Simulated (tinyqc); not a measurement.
Capillary instabilities by surface diffusion: grooving and agglomeration of films, edge retraction, wire break-up and smoothing of roughness: one step, computed by the program tinyqc. Command: `OMP_NUM_THREADS=1 python tinyqc.py 3020237 3020238 out.jsonl dewet walk`. One thread of a shared host (Intel(R) Xeon(R) Processor @ 2.30GHz), about 0.01 s of CPU time with the checks.

Isotropic surface energy; shapes change by surface diffusion alone.

Question. The Mullins constant. B = D_s nu gamma_s Omega^2/(k_B T), D_s = D0 exp(-Q/(k_B T)).

Inputs (values chosen for the exercise, of the order of those of a gold film):

| quantity | value | unit |
|---|---|---|
| surface energy gamma_s | 1.38 | J/m^2 |
| atomic volume Omega | 17 | angstrom^3 |
| surface sites nu | 15 | 1/nm^2 |
| prefactor D0 | 8e-06 | m^2/s |
| activation energy Q | 0.865 | eV |
| temperature T | 658 | K |
| time t | 11 | s |

Constants: k_B = 8.617333262e-05 eV/K; k_B = 1.380649e-23 J/K.

Give: D_s; B; length (B t)^(1/4).

Answer.

D_s = 1.896e-12 m^2/s

B = 1.249e+06 nm^4/s

length (B t)^(1/4) = 60.88 nm

Lengths grow as t^(1/4): doubling one takes 16 times as long, or roughly 160 K more.
